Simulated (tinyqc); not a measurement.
## Minority carriers and saturation current of a heavily doped emitter: effect of the doping

n-type, parabolic bands, full ionisation. eta = (EF - Ec)/kB T solves N = Nc F12(eta), F12(x) = (2/sqrt(pi)) int_0^infinity sqrt(u)/(1 + exp(u - x)) du. The gap shrinks rigidly by dEg = a3 y^(1/3) + a4 y^(1/4) + a2 y^(1/2), y = N/1e18 cm^-3, an empirical law that is here taken as the true narrowing.

ni = sqrt(Nc Nv) exp(-Eg/(2 Vt)), Eg in volts; degeneracy factor g = F12(eta) exp(-eta); nie^2 = ni^2 exp(dEg/kB T) g, p0 = nie^2/N; apparent narrowing dEg + kB T ln g. 1/tau = Cn N^2 + 1/ts, D = mup Vt, L = sqrt(D tau); J0 = (q p0 D/L)(s + tanh(W/L))/(1 + s tanh(W/L)), s = S L/D; the share recombining inside is 1 - 1/[cosh(W/L)(1 + tanh(W/L)/s)]. The mobility is held fixed.

Values chosen for this exercise; band and dielectric values close to those of silicon: temperature T = 250 K; band gap Eg = 1.14 eV; conduction-band density of states at 250 K Nc = 2.11e19 cm^-3; valence-band density of states at 250 K Nv = 2.02e19 cm^-3; coefficient of (N/1e18)^(1/3) a3 = 18.1 meV; coefficient of (N/1e18)^(1/4) a4 = 12.4 meV; coefficient of (N/1e18)^(1/2) a2 = 3.9 meV; minority-hole mobility mup = 200 cm^2/(V s); Auger coefficient Cn = 1.7e-31 cm^6/s; defect lifetime ts = 0.056 us; emitter width W = 1200 nm; recombination velocity at the contact S = 2.9e5 cm/s.

Constants: q = 1.602176634e-19 C, kB = 1.380649e-23 J/K, Vt = kB T/q. Results are converted to the units shown.

Result of one run:

| N (cm^-3) | apparent narrowing (meV) | p0 (cm^-3) | L (nm) | J0 (fA/cm^2) | share inside (%) |
|---|---|---|---|---|---|
| 3.1e18 | 48.595 | 0.013694 | 4701.7 | 0.072006 | 3.9293 |

What becomes of these results when the ionised donor density N is changed from 3.1e18 to 7.9e17 cm^-3, all else the same?

Result of the changed run:

| N (cm^-3) | apparent narrowing (meV) | p0 (cm^-3) | L (nm) | J0 (fA/cm^2) | share inside (%) |
|---|---|---|---|---|---|
| 7.9e17 | 31.604 | 0.024419 | 4897.6 | 0.12814 | 3.6308 |

The whole series:

| N (cm^-3) | apparent narrowing (meV) | p0 (cm^-3) | L (nm) | J0 (fA/cm^2) | share inside (%) |
|---|---|---|---|---|---|
| 4e17 | 25.520 | 0.036361 | 4908.3 | 0.19079 | 3.6153 |
| 7.9e17 | 31.604 | 0.024419 | 4897.6 | 0.12814 | 3.6308 |
| 1.6e18 | 39.472 | 0.017372 | 4853.3 | 0.091200 | 3.6952 |
| 3.1e18 | 48.595 | 0.013694 | 4701.7 | 0.072006 | 3.9293 |
| 6.2e18 | 60.300 | 0.011788 | 4202.9 | 0.062397 | 4.8768 |
| 1.2e19 | 73.730 | 0.011360 | 3190.1 | 0.061572 | 8.2165 |
| 2.4e19 | 90.231 | 0.012218 | 1929.1 | 0.072404 | 20.054 |
| 4.9e19 | 109.19 | 0.014429 | 1005.7 | 0.11356 | 50.537 |
| 9.7e19 | 127.46 | 0.017016 | 516.14 | 0.23001 | 84.894 |
| 1.9e20 | 142.09 | 0.017133 | 264.58 | 0.44705 | 98.627 |

The apparent narrowing rises from 25.5 to 142 meV. p0 goes as N^(-0.59) between the first two rows and N^(0.01) between the last two (-1 without narrowing or degeneracy), and J0 goes from 0.191 through a minimum of 0.0616 (at N = 1.2e19 cm^-3 among the rows listed) to 0.447 fA/cm^2.

Range of the model: Band tails, non-parabolic bands and incomplete ionisation are left out.

Computed by the program tinyqc: `OMP_NUM_THREADS=1 python tinyqc.py 2330071 2330072 out.jsonl`, one thread of a shared Intel Xeon 2.30GHz, about 0.01 s for the whole run.
